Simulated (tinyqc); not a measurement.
# Capacitance measurement on a leaky thin oxide: effects of series resistance and leakage: effects of single changes

The device is a capacitance C in parallel with a leakage conductance G, in series with Rs and Ls. An impedance meter reports either a parallel pair (Cp, Gp) from Y = 1/Z = Gp + i w Cp or a series pair (Cs, Rm) from Z = Rm + 1/(i w Cs); w = 2 pi f, dissipation D = Gp/(w |Cp|).

Parameters, values chosen for the exercise; values of the order met in thin-oxide MOS capacitors: relative permittivity of the gate insulator (close to silicon dioxide) eox = 3.9; insulator thickness tox = 1.9 nm; gate area A = 400 um^2; oxide-equivalent thickness added by the accumulation layer zc = 0.41 nm; oxide-equivalent thickness added by gate depletion zp = 0 nm; gate leakage current density, not matched to the thickness Jg = 9.1 A/cm^2; voltage for an e-fold rise of the leakage Vs = 0.35 V; series resistance Rs = 100 ohm; series inductance Ls = 0 nH; measuring frequency f = 2e5 Hz.

Constants: eps0 = 8.8541878128e-14 F/cm where lengths are in cm. Results are converted to the units shown.

Each table varies one quantity; the others keep the values above.

## Readings against frequency

EOT = 3.9 tox/eox; CET = EOT + zc + zp; C = 3.9 eps0 A/CET; G = Jg A/Vs. Z = Rs + i w Ls + 1/(G + i w C); CET read from Cp = 3.9 eps0 A/Cp; errors under 0.001 % are printed as 0.

The same in every row: C (pF) = 5.9795.

Result of one run:

| f (Hz) | Cp (pF) | Cs (pF) | D | error of Cp (%) | error of Cs (%) | CET read from Cp (nm) |
|---|---|---|---|---|---|---|
| 1e5 | 5.8570 | 4587.9 | 27.970 | -2.05 | 7.66e4 | 2.3583 |

What becomes of these results when the measuring frequency f is changed from 1e5 to 30000 Hz, all else the same?

Result of the changed run:

| f (Hz) | Cp (pF) | Cs (pF) | D | error of Cp (%) | error of Cs (%) | CET read from Cp (nm) |
|---|---|---|---|---|---|---|
| 30000 | 5.8570 | 50916 | 93.232 | -2.05 | 8.51e5 | 2.3583 |

The whole series:

| f (Hz) | Cp (pF) | Cs (pF) | D | error of Cp (%) | error of Cs (%) | CET read from Cp (nm) |
|---|---|---|---|---|---|---|
| 1000 | 5.8570 | 4.5819e7 | 2797.0 | -2.05 | 7.66e8 | 2.3583 |
| 3000 | 5.8570 | 5.0910e6 | 932.32 | -2.05 | 8.51e7 | 2.3583 |
| 10000 | 5.8570 | 4.5820e5 | 279.70 | -2.05 | 7.66e6 | 2.3583 |
| 30000 | 5.8570 | 50916 | 93.232 | -2.05 | 8.51e5 | 2.3583 |
| 1e5 | 5.8570 | 4587.9 | 27.970 | -2.05 | 7.66e4 | 2.3583 |
| 3e5 | 5.8570 | 515.08 | 9.3243 | -2.05 | 8510 | 2.3583 |
| 1e6 | 5.8569 | 51.798 | 2.8007 | -2.05 | 766 | 2.3583 |
| 3e6 | 5.8563 | 11.070 | 0.94359 | -2.06 | 85.1 | 2.3586 |
| 1e7 | 5.8489 | 6.4376 | 0.31727 | -2.18 | 7.66 | 2.3616 |
| 3e7 | 5.7850 | 6.0304 | 0.20594 | -3.25 | 0.851 | 2.3876 |

D falls from 2800 to 0.206; without inductance its minimum lies at f = sqrt(G (1 + G Rs)/Rs)/(2 pi C) = 2.73e7 Hz. The error of Cp goes from -2.05 to -3.25 % and that of Cs from 7.66e8 to 0.851 %; at low frequency Cp tends to C/(1 + G Rs)^2 and Cs grows as 1 + (G/(w C))^2. One of the two readings is within 2 % of C for f = 3e7 Hz. For f = 1000, 3000, 10000, 30000, 1e5, 3e5, 1e6 D exceeds 1, where the accuracy of real meters degrades in proportion to sqrt(1 + D^2).

## Effect of the series resistance

Same model as above.

The same in every row: C (pF) = 5.9795; Cs (pF) = 1151.5.

Effect of the series resistance:

| Rs (ohm) | Cp (pF) | D | error of Cp (%) | error of Cs (%) | CET read from Cp (nm) |
|---|---|---|---|---|---|
| 1 | 5.9782 | 13.842 | -0.0208 | 1.92e4 | 2.3105 |
| 3 | 5.9757 | 13.845 | -0.0624 | 1.92e4 | 2.3114 |
| 10 | 5.9670 | 13.855 | -0.208 | 1.92e4 | 2.3148 |
| 30 | 5.9423 | 13.884 | -0.621 | 1.92e4 | 2.3244 |
| 100 | 5.8570 | 13.986 | -2.05 | 1.92e4 | 2.3583 |
| 300 | 5.6231 | 14.275 | -5.96 | 1.92e4 | 2.4564 |
| 1000 | 4.9057 | 15.288 | -18.0 | 1.92e4 | 2.8156 |
| 3000 | 3.4727 | 18.182 | -41.9 | 1.92e4 | 3.9775 |

Read the table: what changes, and by how much?

As Rs goes from 1 to 3000, the error of Cp goes from -0.0208 to -41.9 %, that of Cs from 19200 to 19200 %, and D rises from 13.8 to 18.2. The CET read from Cp goes from 2.31 to 3.98 nm against the true 2.31 nm. Rs does not enter the imaginary part of Z, so Cs does not depend on it. In every row D exceeds 1, where the accuracy of real meters degrades in proportion to sqrt(1 + D^2).

Program tinyqc, `OMP_NUM_THREADS=1 python tinyqc.py 2022165 2022166 out.jsonl`; Intel Xeon 2.30GHz, shared host, one thread, about 0.01 s.
